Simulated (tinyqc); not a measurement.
Capillary instabilities by surface diffusion: grooving and agglomeration of films, edge retraction, wire break-up and smoothing of roughness: one step, computed by the program tinyqc.

Isotropic surface energy; shapes change by surface diffusion alone.

Problem. The Mullins constant. B = D_s nu gamma_s Omega^2/(k_B T), D_s = D0 exp(-Q/(k_B T)).

Inputs (values chosen for the exercise, for a model film): surface energy gamma_s = 2.83 J/m^2; atomic volume Omega = 13.6 angstrom^3; surface sites nu = 10 1/nm^2; prefactor D0 = 0.00011 m^2/s; activation energy Q = 2.31 eV; temperature T = 1651 K; time t = 100 s.

Constants: k_B = 8.617333262e-05 eV/K; k_B = 1.380649e-23 J/K.

Give: D_s; B; length (B t)^(1/4).

Solution.

D_s = 9.772e-12 m^2/s

B = 2.244e+06 nm^4/s

length (B t)^(1/4) = 122.4 nm

Lengths grow as t^(1/4): doubling one takes 16 times as long, or roughly 370 K more.
